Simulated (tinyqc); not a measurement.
# A double barrier with mass mismatch, transfer matrices: resonance against the well width

One electron of energy E comes from the left lead (band edge 0); no transverse momentum. Parabolic bands, masses in units of m0, C = hbar^2/(2 m0); psi and psi'/m are continuous at every interface. Barrier d1, well Lw, barrier d2; the right lead equals the left one.

For the pair (psi, psi'/m) a flat layer has M = [[cos kd, (m/k) sin kd], [-(k/m) sin kd, cos kd]] with k = sqrt(m (E - U)/C) above its edge U, and M = [[cosh Kd, (m/K) sinh Kd], [(K/m) sinh Kd, cosh Kd]] with K = sqrt(m (U - E)/C) below it. The matrices are multiplied with later layers to the left. With M acting on (psi, psi'/m) and v = k/m in each lead, T(E) = 4 vL vR/[(vL vR M12 - M21)^2 + (vR M11 + vL M22)^2]. The lowest resonance is the first maximum of T(E); its width is the full width at half maximum, and tau = hbar/width. The last column is the lowest level of an infinitely deep well, C (pi/Lw)^2/mL.

Inputs (values chosen for the exercise); masses and offsets of a made-up heterostructure: mass in the left lead mL = 0.028 m0; barrier height U1 = 1 eV; barrier mass m1 = 0.15 m0; width of the first barrier d1 = 1.1 nm; width of the second barrier d2 = 0.7 nm.

Constants: q = 1.602176634e-19 C, hbar = 1.054571817e-34 J s, m0 = 9.1093837015e-31 kg, hbar^2/(2 m0) = 0.0380998212 eV nm^2. Results are converted to the units shown.

Resonance against the well width:
```
Lw (nm),E_r (eV),peak T(E),width (meV),tau (fs),infinite well (eV)
2.8,0.2752,0.6477,48.96,13.44,1.713
3.7,0.2033,0.6272,32.78,20.08,0.9810
4.6,0.1581,0.6131,23.16,28.42,0.6347
5.5,0.1274,0.6025,16.97,38.78,0.4440
6.4,0.1054,0.5940,12.79,51.46,0.3279
7.4,0.08729,0.5863,9.581,68.70,0.2452
8.3,0.07492,0.5805,7.527,87.45,0.1949
9.2,0.06511,0.5755,6.003,109.7,0.1587
```

What does the table show?

E_r falls from 0.275 to 0.0651 eV, as Lw^(-1.21) over the table, slower than the Lw^(-2) of an infinite well because the wave reaches into the barriers; E_r is 0.16 of the infinite-well level in the first row and 0.41 in the last. The width falls from 49.0 to 6.00 meV. In every row a layer is thinner than 0.8 nm, a few atomic planes, where an effective mass is a rough description.

Range of the model: Masses are held fixed, although real bands cease to be parabolic a few tenths of an eV from their edges (inside a barrier too).

Computed by the program tinyqc: `OMP_NUM_THREADS=1 python tinyqc.py 2560119 2560120 out.jsonl`, one thread of a shared Intel Xeon 2.30GHz, about 0.06 s for the whole run.
